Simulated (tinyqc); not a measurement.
Comparisons within one model: linear model of a band gap against the share of exact exchange. A value that a table varies takes the place of the one given here.

E(alpha) = E0 + S alpha. A wider gap screens less, modelled in the Penn form eps(alpha) = 1 + (e0 - 1)(EP/(EP + S alpha))^2 with a scale EP chosen for the exercise. A dielectric-dependent hybrid takes alpha = 1/eps.

Values chosen for the exercise (of the order of those of GaN; shifted at random, so the results belong to these values and not to a real crystal): E0 = 1.9 eV (gap of the semi-local functional); S = 7.45 eV (slope dE/d(alpha)); e0 = 5.72 (optical dielectric constant at alpha = 0); EP = 18.9 eV (energy scale of the screening); Et = 3.51 eV (target gap).

## Sweep of alpha

Also the exciton scale relative to alpha = 0, (m/m(0))(eps(0)/eps)^2, with a mass proportional to E + D, D = E0/2 + 0.3 eV, a k.p rule for direct gaps only.

Results:

| alpha | E (eV) | eps | alpha eps | exciton scale |
|---|---|---|---|---|
| 0.00 | 1.900 | 5.720 | 0.000 | 1.00 |
| 0.05 | 2.272 | 5.539 | 0.277 | 1.19 |
| 0.10 | 2.645 | 5.369 | 0.537 | 1.40 |
| 0.15 | 3.018 | 5.208 | 0.781 | 1.63 |
| 0.20 | 3.390 | 5.055 | 1.011 | 1.89 |
| 0.25 | 3.763 | 4.911 | 1.228 | 2.16 |
| 0.35 | 4.508 | 4.645 | 1.626 | 2.77 |
| 0.50 | 5.625 | 4.294 | 2.147 | 3.87 |

alpha eps reaches 1 between alpha = 0.15 and 0.2 (fixed point 0.198), and the target gap is met between 0.2 and 0.25. At the fixed point the gap is 3.37 eV, -0.14 eV from the target. From 0 to 0.25 the gap grows by 1.86 eV while eps falls by 14 %; the exciton scale, which takes both, grows by a factor of 2.16.

## What each parameter does

Fixed point alpha = 1/eps(alpha), gap and eps there. Each row changes one parameter from the base and keeps the others.

Results:

| case | alpha | E (eV) | eps |
|---|---|---|---|
| base | 0.1975 | 3.372 | 5.063 |
| E0 = 1.71 eV | 0.1975 | 3.182 | 5.063 |
| S = 8.195 eV | 0.2001 | 3.540 | 4.996 |
| e0 = 5.148 | 0.2218 | 3.553 | 4.508 |
| EP = 20.79 eV | 0.1952 | 3.354 | 5.123 |

The largest shifts from the base row, up to three for each result and ties (the steps differ in size, so this ranks the rows, not the parameters). alpha: e0 +0.0243, S +0.0026, EP -0.0023; unchanged at the printed digits by E0. E (eV): E0 -0.190, e0 +0.181, S +0.169. eps: e0 -0.555, S -0.066, EP +0.060; unchanged at the printed digits by E0.

Run: tinyqc, `OMP_NUM_THREADS=1 python tinyqc.py 1880787 1880788 out.jsonl`; Intel(R) Xeon(R) Processor @ 2.30GHz, one thread, shared host; about 0.01 s of CPU time with all checks.
